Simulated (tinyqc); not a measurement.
Inside a calculation: interband optics of a two-band s-p chain from momentum matrix elements. Values are carried at full precision from step to step, so a last printed digit may differ when a step is redone from the rounded ones.

H(k) = [[Es - 2 ts cos ka, 2i V sin ka], [-2i V sin ka, Ep_ + 2 tp cos ka]] in the basis s, p; the lower band is full, with two electrons a cell. The velocity operator times hbar is W = dH/dk (eV angstrom); intra-atomic dipoles are left out.

Constants: hbar^2/2m0 = 3.80998211 eV angstrom^2; e^2/(4 pi eps0) = 14.39964547 eV angstrom.

Parameters, chosen for this exercise: a = 3.54 angstrom (period); Es = 1.7 eV (upper orbital (s)); Ep_ = -1.55 eV (lower orbital (p)); ts = 0.23 eV (s-s hopping); tp = 0.36 eV (p-p hopping); V = 0.77 eV (s-p hopping); k = 0.45 2 pi/a (wave vector); N = 8 (k points); Ar = 7.8 angstrom^2 (cross-section per chain); eta = 0.2 eV (Lorentzian half width); E = 4.74 eV (photon energy).

## Hamiltonian and velocity at one k

Form H and W = dH/dk.

H (eV), rows s, p and columns alike:
$$\begin{pmatrix}
2.1375 & 0.4759i \\
-0.4759i & -2.2348
\end{pmatrix}$$

W (eV angstrom), rows s, p and columns alike:
$$\begin{pmatrix}
0.5032 & -5.1848i \\
5.1848i & -0.7876
\end{pmatrix}$$

## Matrix element between the bands

Diagonalise H, transform W, and form w = |W_cv|^2, the Kane-type energy w/c and the oscillator strength f = w/(c D), c = hbar^2/2m0, D = Ec - Ev.

Ev, Ec (eV): [-2.2860, 2.1887]

weights, rows s, p; columns v, c:
$$\begin{pmatrix}
0.0114 & 0.9886 \\
0.9886 & 0.0114
\end{pmatrix}$$

slopes dEv/dk, dEc/dk (eV angstrom): [0.330, -0.614]

w = 27.076 eV^2 angstrom^2
w/c = 7.106 eV
f = 1.588

## Transitions on the mesh

At each k_j = (j + 1/2)/N (2 pi/a) up to the zone edge give D = Ec - Ev, w = |<c|W|v>|^2 and f = w/(c D), c = hbar^2/2m0; the other half of the zone repeats the values.

Transitions:
```
k (2 pi/a)  D (eV)  w (eV^2 angstrom^2)      f
0.0625      2.4605               16.307  1.740
0.1875      3.9910                0.008  0.000
0.3125      4.6689                8.009  0.450
0.4375      4.4974               25.705  1.500
```

D runs from 2.461 to 4.669 eV on the mesh; f is largest at k = 0.0625.

## Dielectric function from the table

With w(k) = |<c|W|v>|^2 and D(k) = Ec - Ev, on the mesh k_j = (j + 1/2)/N (2 pi/a): eps(E) = 1 + (8 pi e2/(a Ar)) mean_j (w/D^2) [1/(D - E - i eta) + 1/(D + E + i eta)], e2 = e^2/(4 pi eps0); light polarised along the chains, no local fields.

Take the mean over the rows. Also eps(0) at eta = 0, and the effective electrons per cell n_eff = 2 mean(f).

eps(E) = -13.160+14.059i
eps(0) = 10.543
n_eff = 1.845

On a mesh of 2000 points the values are -13.330+14.228i, 12.729 and 1.951. n_eff need not equal the 2 electrons of the cell: a two-orbital basis with chosen hoppings does not obey the sum rule of free electrons. E lies within, or within 2 eta of, the range of transitions of the band (2.07 to 4.68 eV); their spacing on this mesh (up to 1.53 eV) exceeds eta, so eps(E) depends on where the few mesh points fall.

## Checks

- Curvature of the lower band against <v|d2H/dk2|v> - 2 w/D (eV angstrom^2): both -2.413.
- Zone mean of 2 w/D against the zone mean of <v|d2H/dk2|v>, the f-sum rule of a full band (eV angstrom^2): both 7.4342.

tinyqc: `OMP_NUM_THREADS=1 python tinyqc.py 1650029 1650030 out.jsonl`; about 0.01 s, one thread, shared Intel(R) Xeon(R) Processor @ 2.30GHz.
